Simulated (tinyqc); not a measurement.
What each parameter does: Wannier function of the lower band of a two-orbital chain.

H(k) = [[-d/2 - 2 ta cos k, -t1 - t2 exp(-ik)], [-t1 - t2 exp(ik), d/2 - 2 tb cos k]], k in 1/a, Bloch sums with exp(ikR) and without the positions inside the cell. Mesh k_j = 2 pi j/N. Projection gauge: each lower eigenvector u is multiplied by the phase that makes <trial|u> real and positive (the one-band case of Loewdin orthogonalisation). Wannier amplitudes w(R) = (1/N) sum_k exp(ikR) u(k); hoppings H(R) = (1/N) sum_k exp(-ikR) E(k).

Parameters, chosen for this exercise:

| symbol | value | unit | meaning |
|---|---|---|---|
| d | 1.45 | eV | A at -d/2, B at +d/2 |
| t1 | 1.32 | eV | A-B in the cell |
| t2 | 1.48 | eV | B to A of the next cell |
| ta | -0.29 | eV | A-A between cells |
| tb | 0.23 | eV | B-B between cells |
| xb | 0.37 | a | position of B (A at 0) |
| th | 60 | degrees | trial orbital cos(th) A + sin(th) B in cell 0 |

N = 24: centre (folded into [0, 1)) and Omega_I from overlaps M_j = u_j^+ diag(1, exp(-i b xb)) u_(j+1), b = 2 pi/N: centre = -(1/2 pi) Im ln prod M_j, Omega_I = mean(1 - |M_j|^2)/b^2; and the first two hoppings H(R). Each row changes one parameter from the base and keeps the others.

Results:

| case | centre (a) | Omega_I (a^2) | H(1) (eV) | H(2) (eV) |
|---|---|---|---|---|
| base | 0.9420 | 0.0940 | -0.3540 | 0.0200 |
| d = 1.75 eV | 0.9477 | 0.0839 | -0.3222 | 0.0136 |
| t1 = 1.47 eV | 0.9614 | 0.0937 | -0.3922 | 0.0267 |
| t2 = 1.38 eV | 0.9559 | 0.0897 | -0.3321 | 0.0163 |
| ta = -0.19 eV | 0.9411 | 0.0960 | -0.4281 | 0.0312 |
| xb = 0.42 a | 0.9561 | 0.0905 | -0.3540 | 0.0200 |
| th = 70 degrees | 0.9420 | 0.0940 | -0.3540 | 0.0200 |

The largest shifts from the base row, up to three for each result and ties (the steps differ in size, so this ranks the rows, not the parameters). centre (a): t1 +0.0194, xb +0.0141, t2 +0.0139; unchanged at the printed digits by th. Omega_I (a^2): d -0.0101, t2 -0.0043, xb -0.0035; unchanged at the printed digits by th. H(1) (eV): ta -0.0741, t1 -0.0382, d +0.0318; unchanged at the printed digits by xb and th. H(2) (eV): ta +0.0112, t1 +0.0067, d -0.0064; unchanged at the printed digits by xb and th. The trial angle is a choice of gauge and moves none of these; xb enters the position operator alone, so it leaves the hoppings.

Computed by tinyqc, a small Python program: `OMP_NUM_THREADS=1 python tinyqc.py 1482482 1482483 out.jsonl` (the numbers bound the seed that draws the inputs); one thread of a shared host (Intel(R) Xeon(R) Processor @ 2.30GHz), about 0.2 s for the whole set of steps.
